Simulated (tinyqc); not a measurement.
Worked calculation: LDA (VWN5) atom on a uniform radial grid, spin-unpolarised, for Li+. Computed by tinyqc, a small Python program that keeps every step. Settings: Z = 3, points = 64, R = 8.3, functional = lda,vwn, mixing = 1.0, iteration cap = 61. Command: `OMP_NUM_THREADS=1 python tinyqc.py 27810 27811 out.jsonl` (the two numbers bound the seeds that draw the settings). One thread of a shared host (Intel(R) Xeon(R) Processor @ 2.60GHz), about 0.02 s of CPU time with the checks. Later iterations appear only in the table of the cycle.

## Iteration 1

Spherical atom on a uniform radial grid r_j = j h with h = R/(N + 1), h sum u^2 = 1 and integrals as h times sums, u(0) = u(R) = 0 (atomic units):
```
parameter           value
Z                       3
points N               64
R                8.300000
h                0.127692
mixing           1.000000
electrons in 1s         2
```

Three-point differences turn -u''/2 + [l(l+1)/2r^2 - Z/r + V] u = e u into a tridiagonal matrix (diagonal 1/h^2 + potential, off-diagonal -1/2h^2). D = sum f u^2; the Hartree potential y/r solves y'' = -D/r with y(0) = 0, y(R) = N_e; v_xc comes from rho = D/(4 pi r^2); E = sum f e - int D V + int D (V_H/2 + eps_xc); V(new) = V + mixing (V_H + v_xc - V).

eigenvalues (hartree): 1s -4.3460

Every 4th grid point:
```
r         V in     u(1s)         D     V_H       v_xc
0.5108  0.0000    1.1478    2.6351  3.4390    -0.9936
1.0215  0.0000    0.5137    0.5278  1.9389    -0.3913
1.5323  0.0000    0.1724    0.0595  1.3044    -0.1581
2.0431  0.0000    0.0515    0.0053  0.9789    -0.0647
2.5538  0.0000    0.0144  4.14e-04  0.7831    -0.0262
3.0646  0.0000    0.0039  2.99e-05  0.6526    -0.0104
3.5754  0.0000    0.0010  2.04e-06  0.5594    -0.0040
4.0862  0.0000  2.58e-04  1.33e-07  0.4895    -0.0015
4.5969  0.0000  6.50e-05  8.44e-09  0.4351    -0.0006
5.1077  0.0000  1.62e-05  5.22e-10  0.3916  -2.15e-04
5.6185  0.0000  3.98e-06  3.16e-11  0.3560  -7.98e-05
6.1292  0.0000  9.71e-07         0  0.3263  -2.95e-05
6.6400  0.0000  2.35e-07         0  0.3012     0.0000
7.1508  0.0000  5.66e-08         0  0.2797     0.0000
7.6615  0.0000  1.32e-08         0  0.2610     0.0000
8.1723  0.0000  1.66e-09         0  0.2447     0.0000
```

total energy = -6.707897 hartree

## Iteration 2

As before.

eigenvalues (hartree): 1s -1.8724

Every 4th grid point:
```
r         V in     u(1s)         D     V_H       v_xc
0.5108  2.4454    1.0909    2.3799  3.1654    -0.9622
1.0215  1.5476    0.6502    0.8456  1.9005    -0.4523
1.5323  1.1463    0.3094    0.1915  1.2997    -0.2247
2.0431  0.9142    0.1353    0.0366  0.9783    -0.1151
2.5538  0.7569    0.0567    0.0064  0.7831    -0.0600
3.0646  0.6422    0.0232    0.0011  0.6526    -0.0314
3.5754  0.5554    0.0094  1.75e-04  0.5594    -0.0164
4.0862  0.4879    0.0037  2.79e-05  0.4895    -0.0085
4.5969  0.4345    0.0015  4.37e-06  0.4351    -0.0044
5.1077  0.3914    0.0006  6.75e-07  0.3916    -0.0022
5.6185  0.3559  2.27e-04  1.03e-07  0.3560    -0.0011
6.1292  0.3263  8.86e-05  1.57e-08  0.3263    -0.0006
6.6400  0.3012  3.44e-05  2.36e-09  0.3012  -2.98e-04
7.1508  0.2797  1.31e-05  3.46e-10  0.2797  -1.50e-04
7.6615  0.2610  4.67e-06  4.37e-11  0.2610  -7.23e-05
8.1723  0.2447  7.53e-07         0  0.2447  -9.73e-06
```

total energy = -6.853141 hartree

## Iteration 3

As before.

eigenvalues (hartree): 1s -2.1421

Every 4th grid point:
```
r         V in     u(1s)         D     V_H       v_xc
0.5108  2.2032    1.1068    2.4502  3.2385    -0.9711
1.0215  1.4482    0.6198    0.7684  1.9120    -0.4391
1.5323  1.0751    0.2770    0.1534  1.3013    -0.2101
2.0431  0.8632    0.1136    0.0258  0.9786    -0.1037
2.5538  0.7231    0.0445    0.0040  0.7831    -0.0519
3.0646  0.6212    0.0170    0.0006  0.6526    -0.0260
3.5754  0.5430    0.0064  8.19e-05  0.5594    -0.0129
4.0862  0.4810    0.0024  1.13e-05  0.4895    -0.0064
4.5969  0.4307    0.0009  1.54e-06  0.4351    -0.0031
5.1077  0.3893  3.21e-04  2.06e-07  0.3916    -0.0015
5.6185  0.3548  1.17e-04  2.74e-08  0.3560    -0.0007
6.1292  0.3257  4.25e-05  3.61e-09  0.3263  -3.61e-04
6.6400  0.3009  1.54e-05  4.71e-10  0.3012  -1.75e-04
7.1508  0.2795  5.49e-06  6.03e-11  0.2797  -8.43e-05
7.6615  0.2610  1.84e-06         0  0.2610  -3.90e-05
8.1723  0.2447  2.87e-07         0  0.2447     0.0000
```

total energy = -6.861941 hartree

## Convergence

Stop when input and output potentials agree to 1e-7.

Course of the cycle (hartree):
```
iteration          E    e(1s)  largest |V(out) - V(in)|
1          -6.707897  -4.3460                  3.57e+00
2          -6.853141  -1.8724                  6.33e-01
3          -6.861941  -2.1421                  1.60e-01
4          -6.862512  -2.0713                  4.07e-02
5          -6.862550  -2.0891                  1.04e-02
6          -6.862552  -2.0846                  2.64e-03
7          -6.862552  -2.0857                  6.72e-04
8          -6.862552  -2.0854                  1.71e-04
9          -6.862552  -2.0855                  4.36e-05
10         -6.862552  -2.0855                  1.11e-05
11         -6.862552  -2.0855                  2.83e-06
12         -6.862552  -2.0855                  7.21e-07
13         -6.862552  -2.0855                  1.84e-07
14         -6.862552  -2.0855                  4.68e-08
```

Converged in 14 iterations. A uniform grid resolves the cusp poorly: for a bare nucleus this grid gives 1s at -4.34601 against -Z^2/2 = -4.5 hartree. Before convergence this energy mixes input and output and is not variational, so it may rise towards its limit.
